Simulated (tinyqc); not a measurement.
# Permittivity of the insulator from five potentials

Question. A node lies on a semiconductor-insulator interface. Steps: hs = tb/2 down into the semiconductor, ho = tox/2 up into the insulator, hy = L/5 sideways. The flux balance of its box reads eox (hy/ho)(above - node) + eps_r (hy/hs)(below - node) + [(eps_r hs + eox ho)/(2 hy)](left + right - 2 node) - q Na (hs/2) hy/eps0 = 0. Find eox.

Values chosen for this exercise; semiconductor permittivity made up: relative permittivity of the semiconductor eps_r = 13.5; body thickness tb = 6 nm; insulator thickness tox = 1.3 nm; channel length L = 45 nm; acceptor density of the depleted body Na = 0 cm^-3.

Constants: q = 1.602176634e-19 C, eps0 = 8.8541878128e-14 F/cm where lengths are in cm. Results are converted to the units shown.

psi (V): node -0.029469278, above -0.049619026, below -0.0077860048, left 0.033807243, right -0.0049463568

Answer. The balance is linear in eox.

eox = 3.900

Computed by the program tinyqc: `OMP_NUM_THREADS=1 python tinyqc.py 2480081 2480082 out.jsonl`, one thread of a shared Intel Xeon 2.30GHz, about 0.09 s for the whole run.
